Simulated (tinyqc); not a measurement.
One-electron ion in a basis of Gaussians, step by step. One step of it, computed by the program tinyqc.

Question. Generalised eigenproblem. Solve H C = S C e through S^(-1/2); each column has its largest component positive (the first on a tie).

H = T + V (hartree):
```
,1,2,3,4,5
1,-8.108740,-9.086046,-8.875398,-7.650308,-6.107108
2,-9.086046,-10.567471,-11.544290,-12.993343,-12.429422
3,-8.875398,-11.544290,-5.344789,-4.467468,-13.176117
4,-7.650308,-12.993343,-4.467468,36.306392,46.704605
5,-6.107108,-12.429422,-13.176117,46.704605,218.681287
```

S:
```
,1,2,3,4,5
1,1.000000,0.775375,0.411502,0.183336,0.076779
2,0.775375,1.000000,0.775437,0.411478,0.183310
3,0.411502,0.775437,1.000000,0.775347,0.411375
4,0.183336,0.411478,0.775347,1.000000,0.775312
5,0.076779,0.183310,0.411375,0.775312,1.000000
```

Give: eigenvalues of S; eigenvalues; coefficients.

Answer.

eigenvalues of S: 0.0362  0.1407  0.4786  1.3711  2.9735

eigenvalues (hartree): -12.4794  -1.2915  22.8935  125.2587  515.9624

coefficients:
```
,1,2,3,4,5
1,0.2492,1.5179,-0.9831,0.4290,-0.1976
2,0.5544,-1.1420,2.3781,-1.3715,0.6446
3,0.2575,-0.0622,-1.8855,2.4652,-1.4010
4,0.0617,-0.0727,0.1487,-2.0540,2.3038
5,0.0238,-0.0096,-0.0771,0.1517,-1.8774
```

For Z = 5 and l = 0 the exact lowest level is -Z^2/(2 n^2) with n = l + 1: -12.500000 hartree.
